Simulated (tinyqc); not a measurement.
# Worked calculation: capacitance of parallel on-chip lines from Laplace's equation on a mesh

tinyqc, about 0.4 s, one thread, Intel Xeon 2.30GHz (shared host): `OMP_NUM_THREADS=1 python tinyqc.py 2790186 2790187 out.jsonl` Printed values are rounded.

Cross-section of an endless row of equal lines between two grounded planes; neighbours are driven in antiphase (+1 V and -1 V), so the plane midway between two lines is at 0 V. By symmetry one quarter is solved: x runs from the centre of a line (column 0, mirror) to that midplane (column 5, 0 V), y from the mid-height of the line (row 0, mirror) to the ground plane (row 3, 0 V). The line fills columns 0 to 2 and rows 0 to 1 at 1 V. Cells beside the line (below row 1) have e2, cells above have e1. Each link between nodes has the conductance g = mean permittivity of the two cells beside it (a cell beyond a mirror counts as 0), and the free nodes obey sum g (V_neighbour - V) = 0.

Values chosen for this exercise: relative permittivity above and below the lines e1 = 3.9; relative permittivity between the lines e2 = 2.4; over-relaxation factor om = 1.

Constants: eps0 = 8.8541878128e-12 F/m. Results are converted to the units shown.

## Link conductances

gx[j, i] joins node (row j, column i) to column i + 1, gy[j, i] to row j + 1.

gx:
```
       col 0  col 1  col 2  col 3  col 4
row 0    1.2    1.2    1.2    1.2    1.2
row 1   3.15   3.15   3.15   3.15   3.15
row 2    3.9    3.9    3.9    3.9    3.9
row 3   1.95   1.95   1.95   1.95   1.95
```

gy:
```
       col 0  col 1  col 2  col 3  col 4  col 5
row 0    1.2    2.4    2.4    2.4    2.4    1.2
row 1   1.95    3.9    3.9    3.9    3.9   1.95
row 2   1.95    3.9    3.9    3.9    3.9   1.95
```

## Iteration 1: relaxation sweep

V at the start (V):
```
       col 0  col 1  col 2  col 3  col 4  col 5
row 0      1      1      1      0      0      0
row 1      1      1      1      0      0      0
row 2      0      0      0      0      0      0
row 3      0      0      0      0      0      0
```

One sweep visits the free nodes row by row from row 0, left to right, and replaces V by V + om (weighted mean of the neighbours - V), using new values at once.

V after sweep 1 (V):
```
         col 0    col 1    col 2    col 3    col 4    col 5
row 0  1.00000  1.00000  1.00000  0.25000  0.06250  0.00000
row 1  1.00000  1.00000  1.00000  0.29762  0.08631  0.00000
row 2  0.25000  0.31250  0.32812  0.15644  0.06069  0.00000
row 3  0.00000  0.00000  0.00000  0.00000  0.00000  0.00000
```

## Iteration 2: relaxation sweep

As before.

V after sweep 2 (V):
```
         col 0    col 1    col 2    col 3    col 4    col 5
row 0  1.00000  1.00000  1.00000  0.41443  0.14676  0.00000
row 1  1.00000  1.00000  1.00000  0.39894  0.14647  0.00000
row 2  0.40625  0.43359  0.39751  0.21428  0.09019  0.00000
row 3  0.00000  0.00000  0.00000  0.00000  0.00000  0.00000
```

## Course of the relaxation

Stop when no node changes by 1e-7 V. C = 4 eps0 sum g (difference of V along the link)^2, in aF/um.

Course of the iteration:
```
sweep  C (aF/um)  largest change (V)
1        298.973               0.328
2        267.138               0.164
3        262.185              0.0717
4        261.319              0.0353
5        261.144              0.0169
6        261.108             7.92e-3
7        261.100             3.69e-3
8        261.098             1.71e-3
9        261.098             7.94e-4
...          ...                 ...
13       261.098             3.65e-5
14       261.098             1.69e-5
15       261.098             7.83e-6
16       261.098             3.62e-6
17       261.098             1.68e-6
18       261.098             7.77e-7
19       261.098             3.60e-7
20       261.098             1.66e-7
21       261.098             7.71e-8
```

Converged in 21 sweeps. Over the last four sweeps the change shrinks by about 0.46 a sweep. C comes down from above, since the solution minimises the energy.

## Capacitance per length

converged V (V):
```
         col 0    col 1    col 2    col 3    col 4    col 5
row 0  1.00000  1.00000  1.00000  0.55314  0.23981  0.00000
row 1  1.00000  1.00000  1.00000  0.48638  0.20305  0.00000
row 2  0.49074  0.48148  0.43519  0.25929  0.11558  0.00000
row 3  0.00000  0.00000  0.00000  0.00000  0.00000  0.00000
```

C = 4 eps0 sum g (difference of V)^2 over all links (twice the energy of the four quarters, line at 1 V). Plate estimate without fringing: eps0 [2 e1 w/hd + 2 e2 t/(s/2)], w = 4 hx, t = 2 hx, s/2 = 3 hx, hd = 2 hx.

C = 261.098 aF/um
plate estimate = 166.459 aF/um

C depends on the shape only, not on the mesh step hx. Meshes 6, 12 and 24 times finer extrapolate (Aitken) to 241.9 aF/um; this mesh is 7.9 % above that, and the plate estimate is 31 % below it.
